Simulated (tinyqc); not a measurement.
# MOS capacitor on a p-type substrate, surface potential from the exact charge relation: what changes with what

Uniform p-type substrate, Boltzmann statistics, full ionisation, classical densities. psi is the surface potential against the body (positive when the bands bend down) and u = psi/Vt. Traps are spread evenly over the gap and neutral at flat band, so their charge is -q Dit psi; the minority quasi-Fermi level is shifted by Vb.

Values chosen for this exercise; band and dielectric values close to those of silicon:

| symbol | value | unit | meaning |
|---|---|---|---|
| T | 350 | K | temperature |
| Eg | 1.14 | eV | band gap |
| eps_r | 11.6 |  | relative permittivity |
| Nc | 3.47e19 | cm^-3 | conduction-band density of states at T |
| Nv | 3.38e19 | cm^-3 | valence-band density of states at T |
| chi | 4.13 | eV | electron affinity |
| N | 1.1e16 | cm^-3 | acceptor density of the substrate |
| eox | 21.4 |  | relative permittivity of the gate insulator (close to hafnium oxide) |
| tox | 17 | nm | insulator thickness |
| phiM | 4.87 | eV | gate work function |
| Nf | -2.7e11 | cm^-2 | fixed charge at the interface, in units of q |
| Dit | 0 | cm^-2 eV^-1 | density of interface traps |
| Vb | 0 | V | reverse bias of the inversion layer against the body |

Constants: q = 1.602176634e-19 C, kB = 1.380649e-23 J/K, Vt = kB T/q, eps0 = 8.8541878128e-14 F/cm where lengths are in cm. Results are converted to the units shown.

Each table varies one quantity; the others keep the values above.

## Capacitance-voltage curves

ni = sqrt(Nc Nv) exp(-Eg/(2 Vt)), Eg in volts; phiF = Vt ln(N/ni); Cox = eps0 eox/tox; Vfb = phiM - chi - (Eg - Vt ln(Nv/N)) - q Nf/Cox; Q0 = sqrt(2 eps0 eps_r q N Vt); r = (ni/N)^2 exp(-Vb/Vt); VT = Vfb + [(2 phiF + Vb)(1 + q Dit/Cox) + sqrt(2 eps0 eps_r q N (2 phiF + Vb))/Cox]. u = psi/Vt; F^2 = exp(-u) + u - 1 + r (exp(u) - u - 1); Qs = -sign(u) Q0 F; Cs = -dQs/dpsi = (Q0/Vt) |1 - exp(-u) + r (exp(u) - 1)|/(2 F). psi solves Vg = Vfb + psi + (q Dit psi - Qs)/Cox. Low frequency: 1/C_LF = 1/Cox + 1/(Cs + q Dit). High frequency, in the simple estimate in which traps and minority carriers do not follow: 1/C_HF = 1/Cox + 1/Cd, Cd being Cs with r = 0 at the same psi. Deep depletion: r = 0 and Dit = 0 both in the equation for psi and in Cs. Minority sheet density N_inv = (Q0/(2 q)) int_0^u r (exp(t) - 1)/F(t) dt for u > 0. N_inv under 1 cm^-2 is printed as 0. Regimes: accumulation when majority carriers gather, then depletion up to |psi| = phiF + Vb, weak inversion up to 2 phiF + Vb, strong inversion beyond.

Results:

| Vg (V) | psi (V) | C_LF/Cox | C_HF/Cox | C_deep/Cox | N_inv (cm^-2) | regime |
|---|---|---|---|---|---|---|
| -0.84 | -0.23790 | 0.88929 | 0.88929 | 0.88929 | 0 | accumulation |
| -0.57 | -0.19889 | 0.80835 | 0.80835 | 0.80835 | 0 | accumulation |
| -0.29 | -0.11324 | 0.51276 | 0.51276 | 0.51276 | 0 | accumulation |
| -0.02 | 0.086032 | 0.095812 | 0.095812 | 0.095812 | 164.33 | depletion |
| 0.25 | 0.33899 | 0.046321 | 0.046320 | 0.046320 | 3.0576e5 | weak inversion |
| 0.53 | 0.60774 | 0.040989 | 0.034298 | 0.034291 | 1.6051e9 | weak inversion |
| 0.8 | 0.80178 | 0.62084 | 0.029811 | 0.028618 | 4.9315e11 | strong inversion |
| 1.35 | 0.90202 | 0.90317 | 0.028095 | 0.022496 | 3.6175e12 | strong inversion |

Estimate the missing row, Vg = 1.08 V.

Computed row:

| Vg (V) | psi (V) | C_LF/Cox | C_HF/Cox | C_deep/Cox | N_inv (cm^-2) | regime |
|---|---|---|---|---|---|---|
| 1.08 | 0.86894 | 0.84260 | 0.028628 | 0.024958 | 1.9702e12 | strong inversion |

With this row back in the table: C_LF/Cox is lowest, 0.0410, at Vg = 0.53 V (weak inversion) among the rows listed and is 0.903 in the last row, where C_HF/Cox is 0.0281 and the deep-depletion value 0.0225. Vfb = -0.119 V, where C_HF/Cox = 0.180 (Cox in series with eps0 eps_r/LD), and VT = 0.580 V. Over the last two rows psi moves by only 0.12 V a volt of gate bias, since the inversion charge screens the body. In strong accumulation and inversion degeneracy and confinement, left out here, lower the capacitance.

## Effect of the reverse bias of the inversion layer against the body on threshold and swing

ni = sqrt(Nc Nv) exp(-Eg/(2 Vt)), Eg in volts; phiF = Vt ln(N/ni); Cox = eps0 eox/tox; Vfb = phiM - chi - (Eg - Vt ln(Nv/N)) - q Nf/Cox; VT = Vfb + [(2 phiF + Vb)(1 + q Dit/Cox) + sqrt(2 eps0 eps_r q N (2 phiF + Vb))/Cox]. gamma = sqrt(2 eps0 eps_r q N)/Cox; Wm = sqrt(2 eps0 eps_r (2 phiF + Vb)/(q N)); m = 1 + (eps0 eps_r/Wm + q Dit)/Cox; swing m Vt ln 10; Cmin/Cox = 1/(1 + Cox Wm/(eps0 eps_r)).

In this table Dit = 0 cm^-2 eV^-1.

The same in every row: Vfb (V) = -0.1190; 2 phiF (V) = 0.6548; gamma (V^0.5) = 0.05398.

Results:

| Vb (V) | VT (V) | Wm (nm) | m | swing (mV/decade) | Cmin/Cox |
|---|---|---|---|---|---|
| 0 | 0.5795 | 276.3 | 1.033 | 71.76 | 0.03228 |
| 0.4 | 0.9913 | 350.6 | 1.026 | 71.27 | 0.02561 |
| 1.2 | 1.809 | 465.0 | 1.020 | 70.82 | 0.01943 |
| 1.6 | 2.217 | 512.7 | 1.018 | 70.70 | 0.01766 |
| 2 | 2.624 | 556.3 | 1.017 | 70.60 | 0.01630 |
| 2.4 | 3.030 | 596.7 | 1.015 | 70.52 | 0.01521 |
| 2.8 | 3.436 | 634.6 | 1.015 | 70.46 | 0.01431 |

Estimate the missing row, Vb = 0.8 V.

Computed row:

| Vb (V) | VT (V) | Wm (nm) | m | swing (mV/decade) | Cmin/Cox |
|---|---|---|---|---|---|
| 0.8 | 1.401 | 411.8 | 1.022 | 71.00 | 0.02189 |

With this row back in the table: As Vb goes from 0 to 2.8, VT rises from 0.580 to 3.44 V, the swing falls from 71.8 to 70.5 mV/decade and Cmin/Cox falls from 0.0323 to 0.0143. Vfb does not move. The slope |dVT/dVb| between the first two rows is 1.03, close to m (VT is counted against the body; against the source it is m - 1).

## Effect of the fixed charge at the interface on threshold and swing

Same model as above.

The same in every row: 2 phiF (V) = 0.6548; gamma (V^0.5) = 0.05398; Wm (nm) = 276.3; m = 1.033; swing (mV/decade) = 71.76; Cmin/Cox = 0.03228.

Results:

| Nf (cm^-2) | Vfb (V) | VT (V) |
|---|---|---|
| -4e11 | -0.1003 | 0.5982 |
| -2e11 | -0.1291 | 0.5694 |
| 2e11 | -0.1865 | 0.5119 |
| 4e11 | -0.2153 | 0.4832 |
| 6e11 | -0.2440 | 0.4544 |
| 8e11 | -0.2728 | 0.4257 |

Estimate the missing row, Nf = 0 cm^-2.

Computed row:

| Nf (cm^-2) | Vfb (V) | VT (V) |
|---|---|---|
| 0 | -0.1578 | 0.5407 |

With this row back in the table: As Nf goes from -4e11 to 8e11, VT falls from 0.598 to 0.426 V, the swing stays at 71.8 mV/decade and Cmin/Cox stays at 0.0323. The whole change of VT is that of Vfb: the curve shifts rigidly.

Program tinyqc, `OMP_NUM_THREADS=1 python tinyqc.py 2060165 2060166 out.jsonl`; Intel Xeon 2.30GHz, shared host, one thread, about 0.01 s.
